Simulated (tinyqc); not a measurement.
Switching kinetics of a ferroelectric film and the memory window of a ferroelectric gate stack. Changing the saturation polarisation P_s. Computed by tinyqc, a small Python program. Command: `OMP_NUM_THREADS=1 python tinyqc.py 3028407 3028408 out.jsonl feswitch sweep`. One thread of a shared host (Intel(R) Xeon(R) Processor @ 2.30GHz), about 0.02 s of CPU time with the checks.

Fields in MV/cm; 1 microcoulomb/cm^2 over eps_0 is 11.29409 MV/cm. In the stack (metal, ferroelectric, interlayer, channel) the channel is taken as a conductor.

Inputs (values chosen for the exercise, for a model hafnia-based film):

| quantity | value | unit |
|---|---|---|
| ratio P_r/P_s | 0.72 | - |
| coercive field E_c | 1.5 | MV/cm |
| permittivity of the ferroelectric eps_F | 25 | - |
| thickness t_F | 5.8 | nm |
| permittivity of the interlayer eps_I | 5.5 | - |
| interlayer thickness t_I | 1.2 | nm |
| share s of P screened by trapped charge | 0.52 | - |
| pulse height V | 6 | V |
| breakdown field of the interlayer | 13 | MV/cm |

Method:
- Saturated branches: P(E) = P_s tanh[(E -/+ E_c)/(2 delta)], delta = E_c/ln[(1 + P_r/P_s)/(1 - P_r/P_s)]; D = P + eps_0 eps_F E.
- At threshold the channel charge is negligible, so D = 0 on each branch: (1 - s) P(E) + eps_0 eps_F E = 0, with the screened share s. The rising branch has the root E0 between 0 and E_c; window = 2 E0 t_F; its upper bound is 2 E_c t_F.
- Series stack: V = E_F t_F + E_I t_I and eps_I E_I = eps_F E_F + (1 - s) P/eps_0. Before switching P = -P_r, after it P = +P_s; in retention V = 0 and P = +P_r.

One run for each value:

| saturation polarisation P_s (microcoulomb/cm^2) | memory window (V) | E_I after switching (MV/cm) | depolarising field over E_c |
|---|---|---|---|
| 2.0 | 0.3172 | 25.249 | 0.1009 |
| 3.3 | 0.4789 | 25.909 | 0.1665 |
| 5.3 | 0.6736 | 26.925 | 0.2674 |
| 8.6 | 0.8956 | 28.601 | 0.4338 |
| 14.0 | 1.1128 | 31.344 | 0.7062 |
| 23.0 | 1.3013 | 35.916 | 1.1603 |
| 37.0 | 1.4408 | 43.027 | 1.8665 |

What does the table show?

Over the rows, memory window (V) rises from 0.317 to 1.44 (exponent d ln y / d ln x 0.82 between the first rows and 0.21 between the last); E_I after switching (MV/cm) rises from 25.2 to 43.0 (exponent d ln y / d ln x 0.052 between the first rows and 0.38 between the last); depolarising field over E_c rises from 0.101 to 1.87 (exponent d ln y / d ln x about 1.0 throughout).  Left out: 60.0 (the pulse cannot drive the film).

Caution (all rows): the interlayer field exceeds its breakdown field, so charge injection would change the fields. Caution (rows 23.0, 37.0): a depolarising field above E_c switches the film back, so P_r is not held. Caution (rows 37.0): E_F after switching lies below E_c, so switching stalls before P_s and that state is not reached.

Extremes, crossings and ranges named in words are read from the listed rows.
